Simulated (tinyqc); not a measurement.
# Free and trapped electrons in a MOS channel with a dense trap tail, step by step

tinyqc, about 0.02 s, one thread, Intel Xeon 2.30GHz (shared host): `OMP_NUM_THREADS=1 python tinyqc.py 2222205 2222206 out.jsonl` Printed values are rounded.

p-type body, charge-sheet picture, full ionisation (an idealisation for deep acceptors), Boltzmann statistics for free electrons. e = Ec - EF at the surface. Acceptor-like traps of density D(E) = D0 + De exp(-E/Ew) at depth E below Ec, from 0 to Eu, hold n_t = integral of D(E)/(1 + exp((e - E)/Vt)). psi = Eg - Vt ln(Nv/Na) - e; N_dep = sqrt(2 eps0 eps_r Na (psi - Vt)/q); n_f = sqrt(N_dep^2 + 2 eps0 eps_r Vt Nc exp(-e/Vt)/q) - N_dep; Vg = Vfb + psi + q (N_dep + n_t + n_f)/Cox, Cox = eps0 eox/tox.

Values chosen for this exercise; band and dielectric values close to those of 4H silicon carbide:
- T = 250 K (temperature)
- Eg = 3.22 eV (band gap)
- eps_r = 9.83 (relative permittivity)
- Nc = 1.27e19 cm^-3 (conduction-band density of states at T)
- Nv = 1.92e19 cm^-3 (valence-band density of states at T)
- eox = 3.9 (relative permittivity of the insulator)
- tox = 46 nm (insulator thickness)
- Na = 1.6e16 cm^-3 (acceptor density)
- Vfb = -2.8 V (flat-band voltage without trapped charge)
- D0 = 1.1e10 cm^-2 eV^-1 (constant background density of acceptor-like traps)
- De = 1.2e13 cm^-2 eV^-1 (density of the tail at the conduction edge)
- Ew = 0.1 eV (decay energy of the tail)
- Eu = 0.74 eV (depth below Ec down to which the traps reach)
- mf = 170 cm^2/(V s) (mobility of free electrons)
- e = 0.05 eV (Ec - EF at the surface)

Constants: q = 1.602176634e-19 C, kB = 1.380649e-23 J/K, Vt = kB T/q, eps0 = 8.8541878128e-14 F/cm where lengths are in cm. Results are converted to the units shown.

## Trapped charge

Trapezoid rule on 14 equal steps from 0 to Eu, f = 1/(1 + exp((e - E)/Vt)).

```
point     E (eV)  D(E) f (cm^-2 eV^-1)
0              0            1.07386e12
1      0.0528571            3.77672e12
2       0.105714            3.88759e12
3       0.158571            2.45273e12
4       0.211429            1.45882e12
5       0.264286            8.64851e11
6       0.317143            5.14322e11
7           0.37            3.07682e11
8       0.422857            1.85878e11
9       0.475714            1.14081e11
10      0.528571            7.17610e10
11      0.581429            4.68153e10
12      0.634286            3.21112e10
13      0.687143            2.34439e10
14          0.74            1.83350e10
```

n_t = 7.54954e11 cm^-2

With 1600 steps n_t = 7.623e11 cm^-2; the coarse value is 0.97 % below it.

## Charges and gate voltage

psi, N_dep, n_f and Vg as defined, with the n_t given; free share n_f/(n_f + n_t); apparent mobility mf n_f/(n_f + n_t); gate voltage spent on traps q n_t/Cox.

psi = 3.01726 V
N_dep = 7.21641e11 cm^-2
n_f = 1.79820e11 cm^-2
Vg = 3.75254 V
free share = 19.2367 %
apparent mobility = 32.7024 cm^2/(V s)
gate voltage spent on traps = 1.61130 V
